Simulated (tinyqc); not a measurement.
From results to parameters: minimal-basis H2. Computed by the program tinyqc with PySCF.

Problem. For two electrons in the two orbitals of minimal-basis H2, the CIS energies are e2 - e1 - J12 + 2 K12 and e2 - e1 - J12, and E_corr = D - sqrt(D^2 + K12^2) with 2D the energy of the double excitation. Find J12, K12, D, the MP2 energy and the weight of the double excitation.

orbital gap e2 - e1 = 0.30992115 hartree
CIS singlet and triplet energies (hartree): 0.351165  -0.194173
FCI correlation energy = -0.20421599 hartree

Solution. Half the singlet-triplet splitting is K12, the gap less the triplet energy is J12, D = (E_corr^2 - K12^2)/(2 E_corr), MP2 is -K12^2/(2 gap), and the weight is c^2/(1 + c^2) with c = E_corr/K12.

J12, K12, D (hartree): 0.504  0.273  0.080
MP2 correlation energy = -0.11995 hartree
weight of the double excitation = 0.359
